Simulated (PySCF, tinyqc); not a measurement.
Inside a calculation. Method: MP2 on RHF in the sto-6g basis, frozen core, for Be, spin multiplicity 1. The lowest restricted solution is unstable here: a spin-polarised one lies 0.0017 hartree lower (PySCF). One step of it, computed by the program tinyqc.

Problem. Integrals over molecular orbitals. (pq|rs) = sum C_ip C_jq C_kr C_ls (ij|kl), one index at a time.

coefficients C:
```
              MO1        MO2       MO3       MO4       MO5
1Be 1s   0.995521  -0.279907  0.000000  0.000000  0.000000
1Be 2s   0.017048   1.033982  0.000000  0.000000  0.000000
1Be 2px  0.000000   0.000000  0.000000  0.000000  1.000000
1Be 2py  0.000000   0.000000  0.000000  1.000000  0.000000
1Be 2pz  0.000000   0.000000  1.000000  0.000000  0.000000
```

core Hamiltonian H = T + V (hartree), lower triangle:
```
            1Be 1s     1Be 2s    1Be 2px    1Be 2py    1Be 2pz
1Be 1s   -7.946038
1Be 2s   -1.858116  -2.079966
1Be 2px   0.000000   0.000000  -1.638720
1Be 2py   0.000000   0.000000   0.000000  -1.638720
1Be 2pz   0.000000   0.000000   0.000000   0.000000  -1.638720
```

Two-electron integrals (ij|kl) in chemists' order, unique and non-zero (hartree):
```
(11|11) 2.299996   (21|11) 0.361879   (21|21) 0.071926   (22|11) 0.570332
(22|21) 0.139654   (22|22) 0.417773   (31|31) 0.015252   (32|31) 0.022555
(32|32) 0.092340   (33|11) 0.570332   (33|21) 0.139654   (33|22) 0.417773
(33|33) 0.450117   (41|41) 0.015252   (42|41) 0.022555   (42|42) 0.092340
(43|43) 0.024258   (44|11) 0.570332   (44|21) 0.139654   (44|22) 0.417773
(44|33) 0.401601   (44|44) 0.450117   (51|51) 0.015252   (52|51) 0.022555
(52|52) 0.092340   (53|53) 0.024258   (54|54) 0.024258   (55|11) 0.570332
(55|21) 0.139654   (55|22) 0.417773   (55|33) 0.401601   (55|44) 0.401601
(55|55) 0.450117
```

Give: one-electron integrals over orbitals h = C^T H C; Two-electron integrals over orbitals.

Solution.

one-electron integrals over orbitals h = C^T H C (hartree), lower triangle:
```
         1        2        3        4        5
1  -7.9387
2   0.2737  -1.7707
3   0.0000   0.0000  -1.6387
4   0.0000   0.0000   0.0000  -1.6387
5   0.0000   0.0000   0.0000   0.0000  -1.6387
```

Two-electron integrals over orbitals (pq|rs), unique and non-zero (hartree); the lowest 1 orbital is frozen and left out:
```
(22|22) 0.4056   (32|32) 0.0869   (33|22) 0.4105   (33|33) 0.4501
(42|42) 0.0869   (43|43) 0.0243   (44|22) 0.4105   (44|33) 0.4016
(44|44) 0.4501   (52|52) 0.0869   (53|53) 0.0243   (54|54) 0.0243
(55|22) 0.4105   (55|33) 0.4016   (55|44) 0.4016   (55|55) 0.4501
```
